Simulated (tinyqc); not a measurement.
## Ferroelectric with a first-order transition, Landau-Devonshire energy: polarisation and permittivity against temperature

One domain with free energy u = al P^2 + be P^4 + ga P^6 - E P, al = a0 (T - T0), be < 0 < ga (P in uC/cm^2, E in kV/cm, u in mJ/cm^3). Equilibrium: E = 2 al P + 4 be P^3 + 6 ga P^5; a state is stable against small changes where dE/dP > 0. The coercive field is that of uniform switching, which real films, switching by domains, do not reach.

Ps^2 = [-be + sqrt(be^2 - 3 al ga)]/(3 ga); Pc^2 = [-3 be + sqrt(9 be^2 - 15 al ga)]/(15 ga), Ec = -E(Pc); susceptibility chi = 1/(eps0 dE/dP). TC = T0 + be^2/(4 a0 ga), where u(Ps) = u(0); T1 = T0 + be^2/(3 a0 ga), where the polar minimum disappears. For the non-polar state chi0 = 1/(2 eps0 al).

Parameters, values chosen for the exercise:
- a0 = 0.059 kV cm/(uC K) (slope of the quadratic coefficient)
- T0 = 450 K (Curie-Weiss temperature)
- be = -0.0036 kV cm^5/uC^3 (quartic coefficient)
- ga = 3.4e-6 kV cm^9/uC^5 (sixth-order coefficient)

Constants: eps0 = 8.8541878128e-14 F/cm where lengths are in cm. Results are converted to the units shown.

Result of one run:
```
T (K)  Ps (uC/cm^2)  u(Ps) (mJ/cm^3)  Ec (kV/cm)  chi at Ps   chi0
454.3         25.86           -423.5       39.84      655.5  22260
```

What becomes of these results when the temperature T is changed from 454.3 to 330 K, all else the same?

Result of the changed run:
```
T (K)  Ps (uC/cm^2)  u(Ps) (mJ/cm^3)  Ec (kV/cm)  chi at Ps      chi0
330           35.46            -7835       380.0      121.6  unstable
```

The whole series:
```
T (K)  Ps (uC/cm^2)  u(Ps) (mJ/cm^3)  Ec (kV/cm)  chi at Ps      chi0
250           38.53         -1.433e4       628.0      82.34  unstable
330           35.46            -7835       380.0      121.6  unstable
390           32.24            -3751       207.1      193.8  unstable
425           29.53            -1769       113.1      306.0  unstable
442           27.68           -945.7       69.87      437.0  unstable
454.3         25.86           -423.5       39.84      655.5     22260
460.8         24.54           -179.3       24.46      922.4      8862
465.1         23.36           -33.36       14.52       1314      6339
469.4         21.54            95.68       4.762       2684      4934
471.1         20.08            139.6      0.9664       6842      4536
```

Ps falls from 38.5 to 20.1 uC/cm^2 without reaching zero, Ec falls from 628 to 0.966 kV/cm and chi rises from 82.3 to 6840. u(Ps) turns positive at TC = 466.2 K: the 2 row(s) above it are metastable, up to T1 = 471.5 K. Between T0 = 450 K and TC the non-polar state is the metastable one.

Program tinyqc, `OMP_NUM_THREADS=1 python tinyqc.py 2860119 2860120 out.jsonl`; Intel Xeon 2.30GHz, shared host, one thread, about 0.01 s.
